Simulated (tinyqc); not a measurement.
# Metal gate on a two-layer dielectric stack with fixed charge and a dipole: what changes with what

Gate, layer 2, layer 1, p-type semiconductor; x runs from the gate inwards. Charges are counted in units of +q. psi is the band bending at the surface, positive towards inversion. Classical charge, Boltzmann statistics, no interface traps.

Inputs (values chosen for the exercise); band and dielectric values close to those of silicon, layer 1 close to silicon dioxide, layer 2 close to hafnium oxide:
```
symbol,value,unit,meaning
T,250,K,temperature
Eg,1.11,eV,band gap
eps_r,11.7,,relative permittivity
Nc,2.15e19,cm^-3,conduction-band density of states at T
Nv,2.05e19,cm^-3,valence-band density of states at T
chi,4.08,eV,electron affinity
Na,1.7e16,cm^-3,acceptor density
pM,4.79,eV,work function of the gate metal
t1,1.8,nm,"thickness of layer 1, next to the semiconductor"
e1,3.92,,relative permittivity of layer 1
t2,2.4,nm,"thickness of layer 2, next to the gate"
e2,22.8,,relative permittivity of layer 2
Q1,9.1e11,cm^-2,fixed charge at the semiconductor interface
Q2,3e12,cm^-2,fixed charge between the layers
r1,0,cm^-3,uniform charge density in layer 1
r2,5.6e18,cm^-3,uniform charge density in layer 2
Vd,0,V,flat-band shift by a dipole layer between the layers
```

Constants: q = 1.602176634e-19 C, kB = 1.380649e-23 J/K, Vt = kB T/q, eps0 = 8.8541878128e-14 F/cm where lengths are in cm. Results are converted to the units shown.

Each table varies one quantity; the others keep the values above.

## Flat band against the thickness t2

EOT = 3.9 (t1/e1 + t2/e2), Cox = eps0/(t1/e1 + t2/e2); phi_ms = pM - (chi + Eg - Vt ln(Nv/Na)). Vfb = phi_ms + Vd - (q/eps0) [Q1 (t1/e1 + t2/e2) + Q2 t2/e2 + r1 (t1^2/(2 e1) + t1 t2/e2) + r2 t2^2/(2 e2)]: each charge counts with its electrical distance from the gate. ni = sqrt(Nc Nv) exp(-Eg/(2 Vt)), Eg in volts, pB = Vt ln(Na/ni), Vth = Vfb + 2 pB + sqrt(4 q eps0 eps_r Na pB)/Cox.

Flat band against the thickness t2:
```
t2 (nm),EOT (nm),Vfb (V),Vth (V)
1,1.9619,-0.35602,0.48551
1.7,2.0816,-0.38194,0.46192
2.4,2.2013,-0.41004,0.43616
3.1,2.3211,-0.44032,0.40822
3.9,2.4579,-0.47759,0.37361
4.6,2.5777,-0.51253,0.34100
5.3,2.6974,-0.54965,0.30622
6,2.8171,-0.58895,0.26925
```

Vfb falls from -0.356 to -0.589 V and Vth falls from 0.486 to 0.269 V. The slope dVfb/dEOT is -216 mV/nm between the first two rows and -328 between the last two: the charge inside the growing layer bends the line. A line through the end rows meets EOT = 0 at 0.178 V, against phi_ms + Vd = -0.247 V; an effective work function read from it is off by 425 mV from pM.

## Flat band against the thickness t1

Same model as above.

Flat band against the thickness t1:
```
t1 (nm),EOT (nm),Vfb (V),Vth (V)
0.5,0.90798,-0.35543,0.46555
0.9,1.3059,-0.37223,0.45651
1.2,1.6044,-0.38483,0.44972
1.6,2.0024,-0.40164,0.44068
1.9,2.3008,-0.41424,0.43390
2.3,2.6988,-0.43104,0.42485
2.6,2.9973,-0.44364,0.41807
3,3.3952,-0.46045,0.40903
```

Read the table: what changes, and by how much?

Vfb falls from -0.355 to -0.460 V and Vth falls from 0.466 to 0.409 V. The slope dVfb/dEOT is -42.2 mV/nm between the first two rows and -42.2 between the last two: a straight line, set by the charge below the growing layer, which reads as 9.10e11 cm^-2. A line through the end rows meets EOT = 0 at -0.317 V, against phi_ms + Vd = -0.247 V; an effective work function read from it is off by -69.9 mV from pM.

## Threshold against doping

Same model as above.

Results:
```
Na (cm^-3),phi_ms (V),2 pB (V),Qd/Cox (V),Vth (V)
9.4e14,-0.1848,0.6785,0.009276,0.3401
2.8e15,-0.2083,0.7256,0.01655,0.3709
8.1e15,-0.2312,0.7713,0.02903,0.4063
2.4e16,-0.2546,0.8181,0.05147,0.4521
7.1e16,-0.2779,0.8649,0.09102,0.5150
2.1e17,-0.3013,0.9116,0.1607,0.6081
1.8e18,-0.3476,1.004,0.4938,0.9875
```

Estimate the missing row, Na = 6.1e17 cm^-3.

Computed row:
```
Na (cm^-3),phi_ms (V),2 pB (V),Qd/Cox (V),Vth (V)
6.1e17,-0.3243,0.9575,0.2807,0.7511
```

With this row back in the table: Vth rises from 0.340 to 0.987 V. Of the change, phi_ms + 2 pB gives 163 mV (Vt ln 10 a decade) and the depletion charge 485 mV, growing as Na^(0.53).

Computed by the program tinyqc: `OMP_NUM_THREADS=1 python tinyqc.py 2010081 2010082 out.jsonl`, one thread of a shared Intel Xeon 2.30GHz, about 0.01 s for the whole run.
